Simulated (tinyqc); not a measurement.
Worked calculation: cyclotron resonance of ellipsoidal valleys, Si type. Values are carried at full precision from step to step, so a last printed digit may differ when a step is redone from the rounded ones.

Valleys along [100], [010], [001] (each with its opposite partner), mass ml along the axis and mt across it. B lies in the (1-10) plane, b = (sin(theta)/sqrt2, sin(theta)/sqrt2, cos(theta)). For the angle phi between B and the axis, 1/mc^2 = cos^2(phi)/mt^2 + sin^2(phi)/(mt ml). Resonance: h nu = 2 muB B/mc, h = 2 pi hbar.

Constants: hbar = 6.58211957e-16 eV s; muB = 5.788381798e-05 eV/T.

Parameters, chosen for this exercise (near those of Si; the results hold for these values, not for the real material):
```
symbol  value  unit     meaning
theta   53     degrees  angle of B from [001] towards [110]
ml      0.884  m0       longitudinal mass
mt      0.198  m0       transverse mass
nu      24     GHz      microwave frequency
tau     12     ps       scattering time
```

## Angles to the valley axes

Give b and cos^2(phi) for each axis.

b: [0.5647, 0.5647, 0.6018]

cos^2(phi): [100] 0.3189, [010] 0.3189, [001] 0.3622

## Cyclotron masses and resonance fields

For each axis, mc and B = h nu mc/(2 muB).

Resonances:
```
axis   mc (m0)   B (T)
[100]   0.2884  0.2472
[010]   0.2884  0.2472
[001]   0.2786  0.2389
```

2 distinct masses appear; the limits are mt = 0.198 (B along the axis) and sqrt(ml mt) = 0.4184 (B across it).

## The same from the mass tensor

For the valley along [001]: M = mt 1 + (ml - mt) a a^T, and mc^2 = det M/(b M b).

M (m0), rows x, y, z and columns alike:
```
[[0.1980, 0, 0],
 [0, 0.1980, 0],
 [0, 0, 0.8840]]
```

det M = 0.034656
b M b = 0.4465
mc = 0.2786 m0

## Line shape

For linear polarisation and one isotropic mass the absorbed power goes as P = [1 + (w^2 + wc^2) tau^2]/([1 + (wc^2 - w^2) tau^2]^2 + 4 w^2 tau^2), w = 2 pi nu. List it for wc/w = 0, 0.5, 0.8, 0.9, 1, 1.1, 1.2, 1.5 and 2, which is B over the resonance field.

w tau = 1.810

Power:
```
wc/w       P
0.0   0.2339
0.5   0.3347
0.8   0.4852
0.9   0.5231
1.0   0.5355
1.1   0.5165
1.2   0.4718
1.5   0.2982
2.0   0.1334
```

The largest listed value lies at wc/w = 1.0, 2.3 times the zero-field value. The line is broad: its full width in wc/w is about 2/(w tau) = 1.11. The closest two lines of this crystal are 3.5 % apart, so they merge at this w tau.

## Checks

- Rotation frequency of dv/dt = -M^-1 (v x b) for the valley along [001], in units of e B/m0, against 1/mc: both 3.5892.

tinyqc: `OMP_NUM_THREADS=1 python tinyqc.py 1250184 1250185 out.jsonl`; about 0.01 s, one thread, shared Intel(R) Xeon(R) Processor @ 2.30GHz.
